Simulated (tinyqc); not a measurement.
Inside a calculation. Model: elastic strain and critical thickness of a cubic alloy layer A(1-x)B(x) on a thick substrate. Computed by tinyqc, a small Python program that keeps every step. Command: `OMP_NUM_THREADS=1 python tinyqc.py 3017790 3017791 out.jsonl misfit walk`. One thread of a shared host (Intel(R) Xeon(R) Processor @ 2.30GHz), about 0.01 s of CPU time with the checks. Intermediate numbers are printed to about 5 digits and carried at full precision; extremes and crossings named in words are read from the listed rows.

Strain is positive in tension. The layer is coherent with the substrate unless said otherwise.

Inputs (values chosen for the exercise, modelled on Ga(1-x)In(x)As on InP):
```
quantity                                 value        unit
fraction x of B                           0.51           -
lattice constant a_A                     5.653    angstrom
lattice constant a_B                     6.058    angstrom
substrate lattice constant a_S           5.869    angstrom
layer thickness h                            3          nm
biaxial modulus of the substrate M_S      85.8         GPa
substrate thickness t_S                    350  micrometre
wafer diameter W                            50          mm
X-ray wavelength                      1.540593    angstrom
start of the iteration h0/b                100           -
```

Growth plane: (111). Layer: uncapped. Misfit dislocation: edge.

C11, C12, C44 of A (GPa): 119.5  54.56  59.48

C11, C12, C44 of B (GPa): 82.99  46.03  40.19

## Alloy by Vegard's rule, and misfit

a = (1 - x) a_A + x a_B, the same rule for each C_ij; misfit f = (a_S - a)/a, the in-plane strain of the coherent layer.

free lattice constant a = 5.85955 angstrom

elastic constants (GPa): C11 100.8799, C12 50.2097, C44 49.6421

misfit f = 0.0016128

The layer is stretched in the plane by 0.16 %.

## Biaxial strain, stress and energy

(111): D = 2 (C11 + 2 C12 - 2 C44)/(C11 + 2 C12 + 4 C44), M = 6 C44 (C11 + 2 C12)/(C11 + 2 C12 + 4 C44). The free surface carries no normal stress, so e_perp = -D f; dV/V = 2 f + e_perp; stress = M f; energy per area = M f^2 h (1 GPa nm = 1 J/m^2).

ratio D = 0.51024

normal strain e_perp = -8.2290e-04

volume strain dV/V = 0.0024026

biaxial modulus M = 149.94 GPa

in-plane stress = 0.24182 GPa

strain energy per area = 0.0011700 J/m^2

## Symmetric X-ray reflection

Reflection 111: d = a_perp/sqrt(3), with a_perp = a (1 + e_perp) for the coherent layer, a for the relaxed layer and a_S for the substrate; sin(theta) = lambda/(2 d).

Bragg angles:
```
crystal         a_perp (angstrom)  theta (degrees)  from substrate (arcsec)
substrate                  5.8690           13.140                     0.00
coherent layer             5.8547           13.172                   117.38
relaxed layer              5.8595           13.161                    77.66
```

peak separation of the coherent layer = 117.38 arcsec

The coherent layer lies 1.51 times as far from the substrate peak as a relaxed one, about 1 + D = 1.51: reading its peak as relaxed would overstate the mismatch by that factor.

## Isotropic constants and the prefactor A

Voigt averages: G = (C11 - C12 + 3 C44)/5, B = (C11 + 2 C12)/3, nu = (3 B - 2 G)/(2 (3 B + G)); b = a/sqrt(2). Edge dislocation with b in the interface: cos alpha = 0, cos lambda = 1. Matthews-Blakeslee: h_c = A [ln(h_c/b) + 1], A = b (1 - nu cos^2 alpha)/(8 pi |f| (1 + nu) cos lambda), the factor 8 pi being that of an uncapped layer.

shear modulus G = 39.9193 GPa

Poisson ratio nu = 0.25176

Burgers vector b = 0.41433 nm

prefactor A = 8.1662 nm

## Critical thickness by fixed-point iteration

Start at h0, put the right side back in, and stop when the change is below 1e-9 h or h turns negative.

Iteration:
```
step  h in (nm)  h out (nm)  change (nm)
1        41.433      45.773   4.3396e+00
2        45.773      46.586   8.1341e-01
3        46.586      46.730   1.4384e-01
4        46.730      46.755   2.5176e-02
5        46.755      46.760   4.3983e-03
6        46.760      46.760   7.6816e-04
7        46.760      46.761   1.3415e-04
8        46.761      46.761   2.3428e-05
9        46.761      46.761   4.0914e-06
10       46.761      46.761   7.1452e-07
11       46.761      46.761   1.2478e-07
12       46.761      46.761   2.1792e-08
```

critical thickness h_c (Matthews-Blakeslee) = 46.761 nm

Converged; near the root each step shrinks the error by A/h_c = 0.175. h_c is 112.9 Burgers vectors. Caution: an edge dislocation with b in the interface cannot reach it by glide, so the force balance is formal for it.

## Equilibrium strain at the thickness h

For h > h_c the same force balance gives the strain left, |e| = |f| A [ln(h/b) + 1]/h, and below h_c e = f; relaxation = 1 - e/f; dislocations per length across each line direction = (|f| - |e|)/(b cos lambda), times 2/3 for the three line sets on (111).

strain left e = 0.0016128

relaxation = 0 %

dislocation line density = 0 1/micrometre

h is 0.06 h_c: the coherent layer is stable.

## Wafer curvature of the coherent layer

Stoney: curvature = 6 |stress| h/(M_S t_S^2); radius = 1/curvature; bow = curvature W^2/8.

curvature = 4.1414e-04 1/m

radius of curvature = 2414.7 m

bow = 0.12942 micrometre

Caution: M_S is near the value for a (001) wafer; a (111) wafer is stiffer and bends less.

## Force balance against energy balance

People-Bean: h_c = P ln(h_c/b), P = (1 - nu)/(1 + nu) b^2/(16 pi sqrt(2) a f^2). The misfit is scaled by 0.25, 0.4, 0.6, 1, 1.5, 2.2 at fixed a, b and nu; the upper root is taken, and rows with A < 1.3 b or P < 3 b, where the roots shrink to the core size or vanish, are left out.

Critical thickness:
```
|f| (%)  Matthews-Blakeslee (nm)  People-Bean (nm)   ratio
0.04032                   240.54        1.9820e+05  823.95
0.06451                   139.17        7.1374e+04  512.87
0.09677                    86.27        2.9387e+04  340.64
0.16128                    46.76        9.5108e+03  203.39
0.24191                    28.47        3.8459e+03  135.07
0.35481                    17.64        1.6185e+03   91.78
```

The exponents d ln h_c/d ln f are -1.16 and -2.17 between the first rows, steeper than the -1 and -2 of the prefactors because of the logarithm. The ratio falls from 824 to 91.8 as the misfit grows. Where People-Bean lies above, a layer between the lines is metastable: dislocations would lower the energy but have to be nucleated.

Checks made by the program: D and M against the full stiffness tensor (relative difference below 1e-10); h_c against the Lambert function, -A W_(-1)(-b/(A e)) (relative difference 1e-10).
